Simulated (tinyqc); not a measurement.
## Bandgap voltage reference from two bipolar transistors: output against temperature

Two transistors of area 1 and N carry the same current I. Is(T) = Is (T/T0)^eta exp[(Vg0 q/kB)(1/T0 - 1/T)], VBE1 = Vt ln(I/Is(T)) + I rb, VBE2 = Vt ln(I/(N Is(T))) + I rb/N. The amplifier forces I R1(T) = VBE1 - VBE2 + Vos, with R(T) = R (1 + tc (T - T0)) for both resistors, and the output is Vref = VBE1 + I R2(T). Base currents and the Early effect are neglected.

Vt = kB T/q; I = (Vt ln N + Vos)/(R1(T) - rb (1 - 1/N)).

Inputs (values chosen for the exercise); values of the order met in silicon bipolar transistors:

| symbol | value | unit | meaning |
|---|---|---|---|
| T0 | 300 | K | reference temperature |
| Vg0 | 1.208 | V | band-gap voltage extrapolated to 0 K |
| eta | 4.3 |  | temperature exponent of the saturation current |
| Is | 3.6e-16 | A | saturation current of the unit transistor at T0 |
| N | 4 |  | area ratio of the second transistor |
| R1 | 4.6 | kohm | resistor across which the difference of VBE falls, at T0 |
| tc | 0 | ppm/K | temperature coefficient of both resistors |
| Vos | 2.2 | mV | offset of the amplifier |
| rb | 0 | ohm | series resistance of the unit transistor |
| R2 | 82.68 | kohm | output resistor at T0 |

Constants: q = 1.602176634e-19 C, kB = 1.380649e-23 J/K. Results are converted to the units shown.

Results:

| T (K) | I (uA) | VBE1 (V) | I R2 (V) | Vref (V) | Vref - Vref(T0) (mV) | dVref/dT (uV/K) |
|---|---|---|---|---|---|---|
| 218 | 6.140 | 0.7986 | 0.5076 | 1.306 | 5.733 | -22.03 |
| 233 | 6.529 | 0.7659 | 0.5398 | 1.306 | 5.259 | -40.99 |
| 253 | 7.049 | 0.7219 | 0.5828 | 1.305 | 4.201 | -64.44 |
| 298 | 8.217 | 0.6213 | 0.6794 | 1.301 | 0.2240 | -111.0 |
| 323 | 8.867 | 0.5645 | 0.7331 | 1.298 | -2.843 | -134.0 |
| 348 | 9.516 | 0.5072 | 0.7868 | 1.294 | -6.461 | -155.2 |
| 373 | 10.17 | 0.4494 | 0.8404 | 1.290 | -10.59 | -174.9 |
| 398 | 10.81 | 0.3911 | 0.8941 | 1.285 | -15.20 | -193.4 |
| 423 | 11.46 | 0.3324 | 0.9478 | 1.280 | -20.25 | -210.7 |

Estimate the missing row, T = 273 K.

Computed row:

| T (K) | I (uA) | VBE1 (V) | I R2 (V) | Vref (V) | Vref - Vref(T0) (mV) | dVref/dT (uV/K) |
|---|---|---|---|---|---|---|
| 273 | 7.568 | 0.6774 | 0.6257 | 1.303 | 2.693 | -86.10 |

With this row back in the table: VBE1 falls by 2.27 mV/K on average and I R2 rises by 2.15 mV/K. The slope of Vref vanishes at T = 202 K. Between 233 and 398 K Vref spans 20.5 mV, or 95.5 ppm/K by the box method (span over the average over T, over 165 K).

Numbers from tinyqc (`OMP_NUM_THREADS=1 python tinyqc.py 2062109 2062110 out.jsonl`; about 0.02 s on one thread of a shared Intel Xeon 2.30GHz).
